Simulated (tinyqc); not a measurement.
p-i-n power rectifier, conductivity modulation at high injection: one step of the calculation.

A drift layer from x = -d to d (2 d = W) between ideal p+ and n+ emitters (no recombination in them). High injection, n = p, ambipolar diffusion with one lifetime; both mobilities scale as (T/300 K)^(-bt).

Task. Forward voltage and stored charge. Ohmic drop: integral of J/(q (mun + mup) n); diffusion (Dember) drop Vt B ln(n(-d)/n(d)); both junctions together Vt ln(n(-d) n(d)/ni^2), ni = sqrt(Nc Nv) exp(-Eg/(2 Vt)), Eg in volts; V_F = the sum; stored charge q times the integral of n. Trapezoid rule; mun and mup scale as (T/300 K)^(-bt).

Inputs (values chosen for the exercise); bulk values close to those of silicon: temperature T = 300 K; drift mobility at 300 K mud = 1190 cm^2/(V s); temperature exponent of the drift mobility bt = 2.5; hole mobility at 300 K mup = 438 cm^2/(V s); band gap Eg = 1.15 eV; conduction-band density of states at T Nc = 2.8e19 cm^-3; valence-band density of states at T Nv = 2.65e19 cm^-3; forward current density J = 200 A/cm^2.

Constants: q = 1.602176634e-19 C, kB = 1.380649e-23 J/K, Vt = kB T/q. Results are converted to the units shown.

```
point      x (um)     n (cm^-3)
0      -51.406441  1.3409429e17
1      -39.982788  8.4122195e16
2      -28.559134  5.3456374e16
3      -17.135480  3.5058933e16
4       -5.711827  2.4707612e16
5        5.711827  2.0026754e16
6       17.135480  1.9942089e16
7       28.559134  2.4434188e16
8       39.982788  3.4533998e16
9       51.406441  5.2559453e16
```

B = 0.46191646

Find: ohmic drop; diffusion drop; junction drops; V_F; stored charge.

Result.

ohmic drop = 0.2477 V
diffusion drop = 0.01118 V
junction drops = 0.8510 V
V_F = 1.110 V
stored charge = 71.31 uC/cm^2

tinyqc, about 0.01 s, one thread, Intel Xeon 2.30GHz (shared host): `OMP_NUM_THREADS=1 python tinyqc.py 2230007 2230008 out.jsonl`
